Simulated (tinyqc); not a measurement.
Shift against diffusion length: interdiffusion of a quantum well during annealing: blurred potential and shift of the confined levels. Computed by tinyqc, a small Python program. Command: `OMP_NUM_THREADS=1 python tinyqc.py 3019113 3019114 out.jsonl qwi walk`. One thread of a shared host (Intel(R) Xeon(R) Processor @ 2.30GHz), about 0.07 s of CPU time with the checks.

A square well of width w is blurred by Fick diffusion with a constant coefficient; band offsets are linear in composition, masses are uniform, and strain and excitons are ignored.

Inputs (values chosen for the exercise, modelled on SiGe in silicon (holes and electrons as a model)):
```
quantity               value  unit
well width w             2.6    nm
electron mass m_e      0.196   m_0
hole mass m_h          0.268   m_0
conduction offset V_c  0.029    eV
valence offset V_v      0.27    eV
```

Constants: hbar^2/(2 m_0) = 3.80998212 eV angstrom^2.

Method:
- Square well, ground state: take the lowest root of k tan(k w/2) = kappa, k^2 = E/c, kappa^2 = (V - E)/c, c = hbar^2/(2m) with hbar^2/(2 m_0) in eV angstrom^2.
- With L = sqrt(D t) and the share at the centre erf(w/(4L)). After the anneal: V(z) = V {1 - (1/2)[erf((w/2 - z)/(2L)) + erf((w/2 + z)/(2L))]}, energies counted from the original well bottom. Finite differences on 3000 points over |z| < w/2 + 6L + 25 nm; shifts are taken against the same grid with cell-averaged square steps.
- First-order estimate for small L: the shift is 2 L^2 V |d(psi^2)/dz| at an edge, with psi the normalised square-well state: psi^2 = cos^2(k z)/(w/2 + 1/kappa) inside, so |d(psi^2)/dz| = k sin(k w)/(w/2 + 1/kappa).

electron level before the anneal = 23.4735 meV

hole level before the anneal = 81.9807 meV

Shifts (meV):
```
L/w   L (nm)  share at the centre  electron     hole      sum  first-order sum
0.02   0.052                    1     0.006    0.447    0.453          0.47594
0.04   0.104                    1     0.022    1.724    1.746           1.9038
0.07   0.182              1.00000     0.066    5.002    5.068           5.8303
0.1     0.26              0.99959     0.128    9.691     9.82           11.899
0.15    0.39              0.98158     0.265    19.94   20.204           26.772
0.2     0.52              0.92290     0.427   31.954   32.381           47.594
0.3     0.78              0.76141     0.777   55.819   56.597           107.09
0.45    1.17              0.56794      1.27    83.64    84.91           240.94
0.7     1.82              0.38649      1.92  112.008  113.928           583.03
1        2.6              0.27633     2.477  130.897  133.374           1189.9
```

What does the comparison show, and why?

The sum grows as L^1.95 between the first rows (L^2, linear in time, in first order) and as L^0.44 between the last, as it bends towards the limit V_c + V_v less the original levels, 193.5 meV. The first-order form is off by +5 % in the first row and +21 % at L/w = 0.1; it needs L well below the decay length 1/kappa. At L/w = 0.2 the hole level has moved by the larger share of its offset (11.8 % for the hole, 1.5 % for the electron). Caution: the well mass is used in the barriers too; a heavier barrier mass would lower these levels.
